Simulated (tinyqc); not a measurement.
# Trap density from the barrier height

Problem. In a partly depleted grain with all boundary traps filled, 2 N W = Qt and VB = q N W^2/(2 eps0 eps_r). Find Qt, W and the doping at which VB would equal Vt.

Inputs (values chosen for the exercise): temperature T = 300 K; relative permittivity eps_r = 11.7.

Constants: q = 1.602176634e-19 C, kB = 1.380649e-23 J/K, Vt = kB T/q, eps0 = 8.8541878128e-14 F/cm where lengths are in cm. Results are converted to the units shown.

doping = 5.2e17 cm^-3
barrier height = 0.13421148 V

Solution. Eliminating W gives VB = q Qt^2/(8 eps0 eps_r N), which falls as 1/N.

Qt = 1.90e12 cm^-2
W = 18.3 nm
doping for VB = Vt = 2.70e18 cm^-3

Numbers from tinyqc (`OMP_NUM_THREADS=1 python tinyqc.py 2830132 2830133 out.jsonl`; about 0.01 s on one thread of a shared Intel Xeon 2.30GHz).
